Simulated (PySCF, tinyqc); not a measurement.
FCI on RHF in the sto-6g basis, frozen core, for Li-, spin multiplicity 1, step by step. The basis has no diffuse functions, so it cannot describe the extra electron: this is an exercise in the method, not the real anion. The lowest restricted solution is unstable here: a spin-polarised one lies 0.0049 hartree lower (PySCF). One step of it, computed by the program tinyqc.

Task: Integrals over molecular orbitals. (pq|rs) = sum C_ip C_jq C_kr C_ls (ij|kl), one index at a time.

coefficients C:
```
              MO1        MO2       MO3       MO4       MO5
1Li 1s   0.993772  -0.266948  0.000000  0.000000  0.000000
1Li 2s   0.025150   1.028694  0.000000  0.000000  0.000000
1Li 2px  0.000000   0.000000  1.000000  0.000000  0.000000
1Li 2py  0.000000   0.000000  0.000000  1.000000  0.000000
1Li 2pz  0.000000   0.000000  0.000000  0.000000  1.000000
```

core Hamiltonian H = T + V (hartree), lower triangle:
```
            1Li 1s     1Li 2s    1Li 2px    1Li 2py    1Li 2pz
1Li 1s   -4.450402
1Li 2s   -0.939085  -1.093522
1Li 2px   0.000000   0.000000  -0.879985
1Li 2py   0.000000   0.000000   0.000000  -0.879985
1Li 2pz   0.000000   0.000000   0.000000   0.000000  -0.879985
```

Two-electron integrals (ij|kl) in chemists' order, unique and non-zero (hartree):
```
(11|11) 1.681247   (21|11) 0.242603   (21|21) 0.044507   (22|11) 0.397190
(22|21) 0.090279   (22|22) 0.290625   (31|31) 0.009437   (32|31) 0.014261
(32|32) 0.064236   (33|11) 0.397190   (33|21) 0.090279   (33|22) 0.290625
(33|33) 0.313125   (41|41) 0.009437   (42|41) 0.014261   (42|42) 0.064236
(43|43) 0.016875   (44|11) 0.397190   (44|21) 0.090279   (44|22) 0.290625
(44|33) 0.279374   (44|44) 0.313125   (51|51) 0.009437   (52|51) 0.014261
(52|52) 0.064236   (53|53) 0.016875   (54|54) 0.016875   (55|11) 0.397190
(55|21) 0.090279   (55|22) 0.290625   (55|33) 0.279374   (55|44) 0.279374
(55|55) 0.313125
```

Give: one-electron integrals over orbitals h = C^T H C; Two-electron integrals over orbitals.

Result:

one-electron integrals over orbitals h = C^T H C (hartree), lower triangle:
```
         1        2        3        4        5
1  -4.4428
2   0.1986  -0.9586
3   0.0000   0.0000  -0.8800
4   0.0000   0.0000   0.0000  -0.8800
5   0.0000   0.0000   0.0000   0.0000  -0.8800
```

Two-electron integrals over orbitals (pq|rs), unique and non-zero (hartree); the lowest 1 orbital is frozen and left out:
```
(22|22) 0.2834   (32|32) 0.0608   (33|22) 0.2863   (33|33) 0.3131
(42|42) 0.0608   (43|43) 0.0169   (44|22) 0.2863   (44|33) 0.2794
(44|44) 0.3131   (52|52) 0.0608   (53|53) 0.0169   (54|54) 0.0169
(55|22) 0.2863   (55|33) 0.2794   (55|44) 0.2794   (55|55) 0.3131
```
